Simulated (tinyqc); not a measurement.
What moves the results: thin (001) film in sp3s* tight binding with raised dangling bonds. A value that a table varies takes the place of the one given here.

Planes alternate anion (a), cation (c) along [001], a/4 apart, starting with an anion; zero in-plane momentum; levels counted from the bulk Ev, the lower root of [[Epa, Vxx], [Vxx, Epc]]; no spin-orbit coupling. Block of s, pz, s*: from an anion to the cation above, Vss/2 (s,s), Vsapc/2 (s,z), -Vscpa/2 (z,s), Vxx/2 (z,z), Vxapc/2 (s*,z), -Vpaxc/2 (z,s*); to the cation below the same with the s-z and s*-z signs reversed. Block of u = (px + py)/sqrt2 and v = (px - py)/sqrt2: to the cation above (Vxx + Vxy)/2 for u and (Vxx - Vxy)/2 for v, to the cation below the reverse. Each surface atom has two dangling sp3 hybrids; raising both by dl adds (dl/2) [[1, t], [t, 1]] to its s, pz levels (t = -1 at the bottom face, +1 at the top) and dl to the one of u, v in whose plane the missing bonds lie (v for a bottom anion or a top cation, u for a top anion).

Parameters, chosen for this exercise (near a published set for Si, fitted to gaps, whose masses and valley positions are rough; not measured data): p = (-4.196, 1.711, -4.196, 1.711, 6.675, 6.675, -8.291, 1.714, 4.577, 5.742, 5.742, 5.358, 5.358) eV (order Esa, Epa, Esc, Epc, Exa, Exc, Vss, Vxx, Vxy, Vsapc, Vscpa, Vxapc, Vpaxc); Nw = 17 (planes in the thicker film); a = 5.432 angstrom (lattice constant); dp = 30 eV (value of dl for the passivated films); Ns = (7, 11, 12, 15, 25, 35, 42, 71) (numbers of planes); N0 = 29 (first number of planes).

## States in the gap of a film

edges (eV): Gamma 3.42800, Delta 1.18912

Levels between 0 and the lower bulk edge, the largest weight on the two outer planes of both faces among them, and the nearest levels outside, for several shifts dl.

Film of Nw planes:
```
dl (eV)  levels in the gap       at (eV)  surface weight  next above (eV)  next below (eV)
0                        2  0.223, 0.333            0.77           1.2746          -0.1517
1                        2  0.727, 0.773            0.84           1.2805          -0.1460
2                        1         1.184            0.52           1.2000          -0.1426
3                        0             -               -           1.2554          -0.1404
5                        0             -               -           1.2640          -0.1377
10                       0             -               -           1.2667          -0.1346
30                       0             -               -           1.2678          -0.1316
100                      0             -               -           1.2682          -0.1303
```

Can the levels of the bare film be read as confined subbands?

No: with bare surfaces (dl = 0) 2 levels lie in the bulk gap, with up to 77 % of the weight on the four outer planes, two a face, where an even spread gives 24 %; these are dangling-bond states, not subbands. The reruns show the bulk gap clear from dl = 3 eV on, and at dl = 30 eV the next level above lies -0.3 meV from its value at 100 eV.

## Gap against thickness

Passivated films (finite dp, so levels can still be some meV from their limit), thickness N a/4. Highest level below mid-gap (either block) and the two lowest above it. The exponents are -d ln(shift)/d ln N between the sixth and the last film, for the valence level and for the mean of the two conduction levels.

Levels (eV):
```
N   thickness (angstrom)      Ev1     Ec1     Ec2     gap
7                   9.51  -0.5218  1.5961  1.6120  2.1179
11                 14.94  -0.2675  1.3592  1.3979  1.6267
12                 16.30  -0.2017  1.3399  1.3601  1.5416
15                 20.37  -0.1623  1.2922  1.2989  1.4545
25                 33.95  -0.0672  1.2276  1.2316  1.2948
35                 47.53  -0.0364  1.2099  1.2106  1.2463
42                 57.04  -0.0247  1.2036  1.2043  1.2283
71                 96.42  -0.0096  1.1943  1.1945  1.2039
```

exponents: valence 1.89, conduction 1.96

How do the results move?

The gap is 2.118 eV at 9.5 angstrom and 1.204 eV at 96.4, against 1.189 eV in the bulk along this line. At 15 planes the conduction side gives 103 meV of the widening and the valence side 162 meV. A hard-walled parabolic band has exponent 2; departures come from the offset between N a/4 and the effective width, from non-parabolicity and from the termination (odd and even N end differently: in the direction of the bond rows at the two faces and, in a compound, in the kind of atom), which also makes single steps in N uneven. Ec1 and Ec2 are the doublet of the two Delta valleys along the normal.

## Valley splitting plane by plane

kz of the minimum = 0.72984 2 pi/a

Ten passivated films from N0 planes on; the phase is N pi k0/2 modulo pi, k0 the position of the bulk minimum.

Lowest doublet:
```
N   phase/pi  mean shift (meV)  splitting (meV)
29     0.583             30.38            0.207
30     0.948             28.49            2.058
31     0.313             26.73            1.713
32     0.677             25.12            0.418
33     0.042             23.69            1.744
34     0.407             22.34            0.966
35     0.772             21.11            0.736
36     0.137             20.00            1.378
37     0.502             18.95            0.421
38     0.867             18.00            0.855
```

How do the results move?

The splitting ranges from 0.21 meV (N = 29) to 2.06 meV (N = 30), while the mean shift goes from 30 to 18 meV and falls steadily. The splitting changes direction 6 times in these ten films, and one plane more changes it by up to 1.85 meV: it hangs on the phase between the two faces, which is why atomic steps matter.

## What each change does

A film of Nw planes with shift dp: highest level below mid-gap (half the lower bulk edge) and the two lowest above. Each row changes one parameter from the base and keeps the others.

Results:
```
case        Ev1 (eV)  Ec1 (eV)  Ec2 (eV)
base         -0.1316    1.2678    1.2792
Nw = 19      -0.1088    1.2537    1.2612
dp = 60 eV   -0.1307    1.2681    1.2794
```

What does this show?

The largest shifts from the base row, up to three for each result and ties (the steps differ in size, so this ranks the rows, not the parameters). Ev1 (eV): Nw +0.0228, dp +0.0009. Ec1 (eV): Nw -0.0141, dp +0.0002. Ec2 (eV): Nw -0.0180, dp +0.0002. An odd change of Nw also changes which atoms end the film, so levels need not move as thickness alone would move them; the row for dp shows how far the passivation is from converged.

Computed by tinyqc, a small Python program: `OMP_NUM_THREADS=1 python tinyqc.py 1450974 1450975 out.jsonl` (the numbers bound the seed that draws the inputs); one thread of a shared host (Intel(R) Xeon(R) Processor @ 2.30GHz), about 0.4 s for the whole set of steps.
